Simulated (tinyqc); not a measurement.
Buckled dimers of a reconstructed (001) surface, two dangling bonds a dimer: sweeps and comparisons. A value that a table varies takes the place of the one given here.

In a dimer one atom moves up by z and the other down by z; the dangling bond of the up atom (more s-like) falls by gm z and that of the down atom rises by gm z. With all dimers tilted alike: H(k) = [[-gm z - 2 ta cos k, -tp - 2 tx cos k], [., gm z - 2 ta cos k]], k along the row in 1/a. Two electrons a dimer fill the lowest N of the 2N levels on the mesh k_j = (j + 1/2) pi/N. Total energy a dimer: W(z) = (2/N) sum of the filled levels + kf z^2. Repulsion between electrons is left out.

Values chosen for the exercise (of the size met on Ge(001); the results hold for these values, not for the real material): tp = 0.28 eV (pi coupling inside a dimer); ta = 0.07 eV (coupling between like atoms along the row); tx = 0.01 eV (diagonal coupling along the row); gm = 1.72 eV/angstrom (shift of a dangling bond with height); kf = 6.6 eV/angstrom^2 (force constant of buckling); N = 12 (k points).

## Energy against buckling

W relative to z = 0; gap as lowest upper less highest lower level on 201 points from 0 to pi.

Per dimer (eV):
```
z (angstrom)  band energy  elastic        W     gap
0.00               0.0000   0.0000   0.0000  0.2800
0.05              -0.0259   0.0165  -0.0094  0.3059
0.10              -0.0974   0.0660  -0.0314  0.3776
0.15              -0.2017   0.1485  -0.0532  0.4820
0.20              -0.3274   0.2640  -0.0634  0.6076
0.30              -0.6144   0.5940  -0.0204  0.8947
0.40              -0.9258   1.0560   0.1302  1.2061
0.50              -1.2491   1.6500   0.4009  1.5293
0.60              -1.5788   2.3760   0.7972  1.8590
```

What does this show, and why?

W is lowest at z = 0.2 among these rows (-0.0634 eV). The band energy falls as z^2 at first and linearly, as -2 gm z, once gm z is far above tp, so the elastic term always wins at large z. The gap is open at all z.

## Strong pi bonds keep dimers flat

tp is varied; z minimises W on 0 to 1 angstrom; gap on 201 points; charge moved: the mean of gm z/sqrt((gm z)^2 + h^2) over the mesh, h the off-diagonal element.

Against tp:
```
tp (eV)  z (angstrom)  gain (eV)  gap (eV)  charge moved (e)
0.10           0.2539     0.2446    0.6170             0.974
0.20           0.2332     0.1378    0.6170             0.895
0.30           0.1937     0.0493    0.6171             0.743
0.45           0.0000     0.0000    0.6200             0.000
0.60           0.0000     0.0000    0.9200             0.000
0.80           0.0000     0.0000    1.3200             0.000
1.00           0.0000     0.0000    1.7200             0.000
1.30           0.0000     0.0000    2.3200             0.000
1.60           0.0000     0.0000    2.9200             0.000
```

How do the results move?

Dimers buckle for tp up to 0.3 eV among these rows; for an isolated dimer the limit is gm^2/kf = 0.448 eV. While buckled, the splitting, on average over k, stays near 2 gm^2/kf = 0.896 eV whatever tp is, and beyond the limit it follows 2 tp; the gap is smaller by the width of the bands, about 4 ta = 0.28 eV.

## Tilting alike or in alternation

Alternation doubles the cell: sites L1, R1, L2, R2 with levels -gm z, +gm z, +gm z, -gm z, -tp inside a dimer, -2 ta cos k between L1-L2 and R1-R2, -2 tx cos k between L1-R2 and R1-L2, on k_j = (j + 1/2) pi/(2N); the lowest half of the levels is filled. Energies a dimer; gaps on these meshes.

Two patterns:
```
z (angstrom)  W alike (eV)  W alternating (eV)  difference (meV)  gap alike (eV)  gap alternating (eV)
0.05               -0.5694             -0.5727              -3.3          0.3083                0.3291
0.10               -0.5914             -0.6002              -8.8          0.3799                0.4439
0.15               -0.6132             -0.6253             -12.1          0.4844                0.5874
0.20               -0.6234             -0.6366             -13.3          0.6100                0.7430
0.30               -0.5804             -0.5931             -12.6          0.8971                1.0695
0.40               -0.4298             -0.4409             -11.1          1.2084                1.4043
0.50               -0.1591             -0.1686              -9.6          1.5317                1.7427
```

What can be read from the table?

The lowest W listed is -0.6234 eV for like tilts and -0.6366 eV for alternation; the difference at equal z runs from -13.3 to -3.3 meV. With alternation ta joins filled up atoms to empty down atoms and gains energy in second order, about 2 ta^2/(gm z) a dimer at large z, while tx does so for like tilts; here ta = 0.07 and tx = 0.01 eV. At z = 0.3 the gap is 0.897 eV alike and 1.069 eV alternating.

## What each parameter does

z minimises W on 0 to 1 angstrom; gain over flat dimers; gap on 201 points from 0 to pi. Each row changes one parameter from the base and keeps the others.

Results:
```
case                     z (angstrom)  gain (eV)  gap (eV)
base                           0.2035     0.0634    0.6171
tp = 0.238 eV                  0.2208     0.0989    0.6171
ta = 0.1 eV                    0.2035     0.0634    0.4971
tx = 0.04 eV                   0.2039     0.0675    0.6263
gm = 1.858 eV/angstrom         0.2378     0.1132    0.7666
kf = 5.94 eV/angstrom^2        0.2395     0.0957    0.7166
```

What can be read from the table?

The largest shifts from the base row, up to three for each result and ties (the steps differ in size, so this ranks the rows, not the parameters). z (angstrom): kf +0.0359, gm +0.0342, tp +0.0173; unchanged at the printed digits by ta. gain (eV): gm +0.0498, tp +0.0355, kf +0.0323; unchanged at the printed digits by ta. gap (eV): gm +0.1495, ta -0.1200, kf +0.0995; unchanged at the printed digits by tp.

Run: tinyqc, `OMP_NUM_THREADS=1 python tinyqc.py 1481752 1481753 out.jsonl`; Intel(R) Xeon(R) Processor @ 2.30GHz, one thread, shared host; about 0.05 s of CPU time with all checks.
